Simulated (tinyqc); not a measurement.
Rate against temperature: collinear exchange A + BC -> AB + C on a London-Eyring-Polanyi-Sato surface: saddle, string of images and rate. Computed by tinyqc, a small Python program. Command: `OMP_NUM_THREADS=1 python tinyqc.py 3111286 3111287 out.jsonl leps walk`. One thread of a shared host (Intel(R) Xeon(R) Processor @ 2.30GHz), about 0.03 s of CPU time with the checks.

x = r(AB), y = r(BC), r(AC) = x + y. V is counted from separated atoms, the barrier from A + BC, that is V + D(BC).

Inputs (values chosen for the exercise, bond data loosely for abstraction of hydrogen from a Si-H bond by a hydrogen atom; the barrier is not fitted):

| quantity | value | unit |
|---|---|---|
| D(AB) | 4.81 | eV |
| r0(AB) | 0.742 | angstrom |
| beta(AB) | 1.94 | 1/angstrom |
| D(BC) | 4.02 | eV |
| r0(BC) | 1.48 | angstrom |
| beta(BC) | 1.52 | 1/angstrom |
| D(AC) | 4.01 | eV |
| r0(AC) | 1.48 | angstrom |
| beta(AC) | 1.52 | 1/angstrom |
| Sato parameter S | 0.024 | - |
| mass of A | 1.008 | u |
| mass of B | 1.008 | u |
| mass of C | 28.09 | u |
| temperature T | 1200 | K |
| step of the string | 0.02 | angstrom^2/eV |

Constants: nu for 1 eV/(angstrom^2 u) = 15.6333042 THz; h x 1 THz = 4.135667696 meV; k_B = 1.380649e-23 J/K; u = 1.6605390666e-27 kg; k_B = 8.617333262e-05 eV/K.

Method:
- For each pair, with u = exp(-beta (r - r0)): Q = D [(3 + S) u^2 - (2 + 6 S) u]/(4 (1 + S)), J = D [(1 + 3 S) u^2 - (6 + 2 S) u]/(4 (1 + S)); V = Q1 + Q2 + Q3 - sqrt(((J1 - J2)^2 + (J2 - J3)^2 + (J3 - J1)^2)/2).
- String of 9 images between the fixed ends (r0(AB) + 2, r0(BC)) and (r0(AB), r0(BC) + 2), started on the two straight legs through (r0(AB) + 0.3, r0(BC) + 0.3): each iteration moves the inner images by -step x gradient (central differences) and spaces them evenly again along the broken line (coordinates are kept between 0.2 and 8 angstrom); stop when no coordinate changes by more than 1e-5 angstrom, at most 400 iterations.
- From the highest inner image, z -> z - H^-1 g with gradient g and Hessian H by central differences, steps capped at 0.15 angstrom, 12 steps.
- Wilson matrix G = [[1/m_A + 1/m_B, -1/m_B], [-1/m_B, 1/m_B + 1/m_C]]; eigenvalues lambda of G H give nu = 15.6333042 THz x sqrt(|lambda|), the negative one being imaginary. Reactant: nu_BC from k = 2 D beta^2 and 1/m_B + 1/m_C. Skew angle: cos = sqrt(m_A m_C/((m_A + m_B)(m_B + m_C))).
- One-dimensional rate constant without tunnelling, k = sqrt(k_B T/(2 pi mu)) [sinh(h nu_BC/(2 k_B T))/sinh(h nu_s/(2 k_B T))] exp(-barrier/(k_B T)) with mu = m_A (m_B + m_C)/(m_A + m_B + m_C); Wigner factor 1 + (h nu_i/(k_B T))^2/24; adiabatic barrier = barrier + h (nu_s - nu_BC)/2.

nu_BC = 68.3043 THz

real frequency at the saddle = 30.8720 THz

barrier = 0.712377 eV

imaginary frequency = 72.3989 THz

adiabatic barrier = 0.634973 eV

Rates; the last column is k_B T^2 d ln k/dT:

| T (K) | k (cm/s) | Wigner factor | activation energy (eV) |
|---|---|---|---|
| 300 | 1.3839e-06 | 6.5893 | 0.64882 |
| 400 | 7.5496e-04 | 4.1440 | 0.65535 |
| 550 | 1.4046e-01 | 2.6629 | 0.66720 |
| 750 | 6.2591e+00 | 1.8943 | 0.68423 |
| 1000 | 9.1549e+01 | 1.5030 | 0.70454 |
| 1400 | 9.8844e+02 | 1.2567 | 0.73309 |
| 2000 | 6.3748e+03 | 1.1258 | 0.76940 |

What does the comparison show, and why?

The activation energy goes from 0.649 eV at 300 K, near the adiabatic barrier plus k_B T/2 (0.648), to 0.769 eV at 2000 K; the classical limit is the barrier plus k_B T/2 (0.799).

Extremes, crossings and ranges named in words are read from the listed rows.
